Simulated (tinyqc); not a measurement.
Comparisons within one model: type-II superlattice in the two-band Kane model. A value that a table varies takes the place of the one given here.

Motion along the axis, period d = a + b, c = hbar^2/2m0. Conduction and light-hole bands couple: (E - Ec)(E - Ev) = Ep c k^2 in each layer, with mass m(E) = (E - Ev)/Ep, which may be negative. The conduction envelope psi and psi'/m(E) are continuous; a layer carries them by [[cos kt, (m/k) sin kt], [-(k/m) sin kt, cos kt]] (cosh and sinh for k^2 < 0), and cos(q d) = tr(M_B M_A)/2. C1 is the first miniband above EvB, with its bottom at tr/2 = +1 and its top at -1; the gap is the bottom of C1 less the top heavy-hole level HH1.

Heavy holes are uncoupled: with e = EvB - E, p = sqrt(mhB e/c), w = sqrt(mhA (EvB - EvA - e)/c), the top level HH1 at q = 0 solves (p/mhB) tan(p b/2) = (w/mhA) tanh(w a/2).

Constants: hbar^2/2m0 = 3.80998211 eV angstrom^2; hc = 1239.841984 eV nm.

Values chosen for the exercise (near those of an InAs/GaSb superlattice; shifted at random, so the results belong to these values and not to a real crystal):
- b = 47 angstrom (layer B)
- EcA = 0 eV (conduction edge of A)
- EvA = -0.415 eV (valence edge of A)
- EcB = 0.923 eV (conduction edge of B)
- EvB = 0.102 eV (valence edge of B)
- EpA = 14.3 eV (coupling energy in A)
- EpB = 18.3 eV (coupling energy in B)
- mhA = 0.34 m0 (heavy hole in A)
- mhB = 0.26 m0 (heavy hole in B)
- As = (21, 28, 38, 48, 53, 67, 75) angstrom (widths of layer A)
- a = 39 angstrom (layer A)

## Width of layer A

Bottom of C1 (tr/2 = +1, above EvB), HH1, the gap and hc/gap; widths at which C1 no longer starts above EvB are left out.

Results:
```
a (angstrom)  C1 (eV)  HH1 (eV)  gap (meV)  cut-off (micrometre)
21             0.4826    0.0612      421.4                  2.94
28             0.3883    0.0609      327.4                  3.79
38             0.2939    0.0608      233.1                  5.32
48             0.2297    0.0608      168.9                  7.34
53             0.2051    0.0608      144.3                  8.59
67             0.1536    0.0608       92.8                 13.37
75             0.1322    0.0608       71.4                 17.37
```

What does this show, and why?

From a = 21 to 75 angstrom C1 falls by 350 meV while HH1 moves by -0.4 meV, so layer A tunes the gap, from 421 to 71 meV. The cut-off shifts by 0.121 micrometre per angstrom at the thin end and 0.500 at the thick end: long wavelengths need tight control of the thickness.

## One band or two

Bottom of C1. One band: (k/mA) tan(k a/2) = (kappa/mB) tanh(kappa b/2) with the edge masses (Ec - Ev)/Ep and barrier EcB - EcA. Second row: mA replaced by m(E). The last column is measured against two bands.

Results:
```
model                  C1 (eV)  gap (meV)  error (meV)
one band, edge masses   0.2687      207.9        -17.7
m(E) in A only          0.2349      174.1        -51.5
two bands               0.2864      225.6          0.0
```

mA = 0.0290 m0
mB = 0.0449 m0

What can be read from the table?

With edge masses C1 errs by -18 meV, 8 % of the gap. The heavier m(E) in A changes it by -34 meV; the treatment of B changes it by +51 meV, since C1 lies 184 meV above the valence edge of B, where its mass is 0.0101 instead of 0.0449.

## What each parameter does

Bottom and width of C1, HH1 and the gap. Each row changes one parameter from the base and keeps the others.

Results:
```
case             C1 (eV)  width (meV)  HH1 (eV)  gap (meV)
base              0.2864         40.0    0.0608      225.6
a = 36 angstrom   0.3099         42.5    0.0608      249.0
b = 50 angstrom   0.2892         35.0    0.0647      224.6
EvB = 0.082 eV    0.2844         37.7    0.0411      243.3
EcB = 0.973 eV    0.2914         36.2    0.0608      230.6
EvA = -0.445 eV   0.2821         39.2    0.0603      221.7
EpA = 15.4 eV     0.2938         41.9    0.0608      233.0
mhB = 0.3 m0      0.2864         40.0    0.0643      222.1
```

How do the results move?

The largest shifts from the base row, up to three for each result and ties (the steps differ in size, so this ranks the rows, not the parameters). C1 (eV): a +0.0235, EpA +0.0074, EcB +0.0050; unchanged at the printed digits by mhB. width (meV): b -4.9, EcB -3.8, a +2.5; unchanged at the printed digits by mhB. HH1 (eV): EvB -0.0197, b +0.0039, mhB +0.0035; unchanged at the printed digits by a, EcB and EpA. gap (meV): a +23.5, EvB +17.7, EpA +7.4.

(tinyqc, `OMP_NUM_THREADS=1 python tinyqc.py 1251976 1251977 out.jsonl`, Intel(R) Xeon(R) Processor @ 2.30GHz, 1 thread, shared host, about 0.08 s.)
